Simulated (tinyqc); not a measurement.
Worked calculation: carrier statistics of a doped semiconductor with parabolic bands. Values are carried at full precision from step to step, so a last printed digit may differ when a step is redone from the rounded ones.

Constants: kB = 8.617333262e-05 eV/K; hbar^2/2m0 = 3.80998211 eV angstrom^2.

Inputs chosen for the exercise (near those of GaAs; shifted at random, so the results belong to these values and not to a real crystal): Eg0 = 1.516 eV (gap at 0 K); al = 0.00054 eV/K (Varshni alpha); be = 206 K (Varshni beta); T = 505 K; ml = 0.0671 m0 (longitudinal electron mass); mt = 0.0671 m0 (transverse electron mass); Mv = 1 (equivalent valleys); mhh = 0.496 m0 (heavy-hole mass); mlh = 0.0813 m0 (light-hole mass); ND = 2.2e+15 1/cm^3 (donors); NA = 1.3e+12 1/cm^3 (acceptors); ED = 0.00579 eV (donor level below Ec); EA = 0.0258 eV (acceptor level above Ev).

## Gap and thermal energy

Eg(T) = Eg0 - al T^2/(T + be) (Varshni).

Eg = 1.32231 eV
kT = 0.043518 eV

The gap has shrunk by 193.7 meV from 0 K and is 30.4 kT wide.

## Effective densities of states

m_de = Mv^(2/3) (ml mt^2)^(1/3); m_dh = (mhh^(3/2) + mlh^(3/2))^(2/3); N = 2 (m kB T/(4 pi c))^(3/2) with c = hbar^2/2m0, in 1/angstrom^3; times 1e24 for 1/cm^3.

m_de = 0.0671 m0
m_dh = 0.5177 m0
Nc = 9.5260e+17 1/cm^3
Nv = 2.0415e+19 1/cm^3

The light holes supply 6.2 % of Nv, and Nc/Nv = 0.0467.

## Intrinsic density and level

With Boltzmann statistics ni = sqrt(Nc Nv) exp(-Eg/2kT) and Ei = Eg/2 + (kT/2) ln(Nv/Nc), counted from Ev.

ni = 1.11e+12 1/cm^3
Ei = 0.7278 eV

Ei lies 66.7 meV above midgap, towards the band with the smaller density of states.

## Neutrality by bisection

Energies are counted from Ev, so Ec = Eg. n = Nc F_1/2((EF - Eg)/kT), p = Nv F_1/2(-EF/kT), ND+ = ND/(1 + 2 exp((EF - Eg + ED)/kT)), NA- = NA/(1 + 4 exp((EA - EF)/kT)); neutrality asks p + ND+ = n + NA-. F_j(eta) = (1/Gamma(j + 1)) integral_0^infinity x^j dx/(1 + exp(x - eta)), which tends to exp(eta) for eta << 0.

Start from the bracket [-0.2 eV, Eg + 0.2 eV]; at the midpoint EF take the sign of p + ND+ - n - NA-; where it is positive EF must rise. Fourteen steps are shown.

Bisection (eV, 1/cm^3):
```
step,low,high,EF,n,p,ND+,NA-,sign
1,-0.20000,1.52231,0.66116,2.40e+11,5.15e+12,2.20e+15,1.30e+12,+
2,0.66116,1.52231,1.09173,4.75e+15,2.60e+08,2.18e+15,1.30e+12,-
3,0.66116,1.09173,0.87644,3.38e+13,3.66e+10,2.20e+15,1.30e+12,+
4,0.87644,1.09173,0.98409,4.01e+14,3.08e+09,2.20e+15,1.30e+12,+
5,0.98409,1.09173,1.03791,1.38e+15,8.95e+08,2.19e+15,1.30e+12,+
6,1.03791,1.09173,1.06482,2.56e+15,4.82e+08,2.19e+15,1.30e+12,-
7,1.03791,1.06482,1.05137,1.88e+15,6.57e+08,2.19e+15,1.30e+12,+
8,1.05137,1.06482,1.05809,2.20e+15,5.63e+08,2.19e+15,1.30e+12,-
9,1.05137,1.05809,1.05473,2.03e+15,6.08e+08,2.19e+15,1.30e+12,+
10,1.05473,1.05809,1.05641,2.11e+15,5.85e+08,2.19e+15,1.30e+12,+
11,1.05641,1.05809,1.05725,2.15e+15,5.74e+08,2.19e+15,1.30e+12,+
12,1.05725,1.05809,1.05767,2.18e+15,5.68e+08,2.19e+15,1.30e+12,+
13,1.05767,1.05809,1.05788,2.19e+15,5.66e+08,2.19e+15,1.30e+12,+
14,1.05788,1.05809,1.05799,2.19e+15,5.64e+08,2.19e+15,1.30e+12,-
```

Each step halves the bracket, which is 0.210 meV wide at the last row.

## The neutral state

Solve the neutrality condition for EF to convergence.

EF = 1.0579 eV
n = 2.19e+15 1/cm^3
p = 5.65e+08 1/cm^3
ND+ = 2.19e+15 1/cm^3
NA- = 1.30e+12 1/cm^3

The material is n-type; 99.5 % of the donors are ionised. EF lies 6.08 kT inside the gap from the conduction edge, so Boltzmann statistics would serve; n p/(Nc Nv exp(-Eg/kT)) = 0.999.

## Checks

- F_1/2(1) by the trapezoid rule against adaptive quadrature: both 1.575641.
- Positive against negative charge at the solution (1/cm^3): both 2.18851e+15.

Run: tinyqc, `OMP_NUM_THREADS=1 python tinyqc.py 1652514 1652515 out.jsonl`; Intel(R) Xeon(R) Processor @ 2.30GHz, one thread, shared host; about 0.01 s of CPU time with all checks.
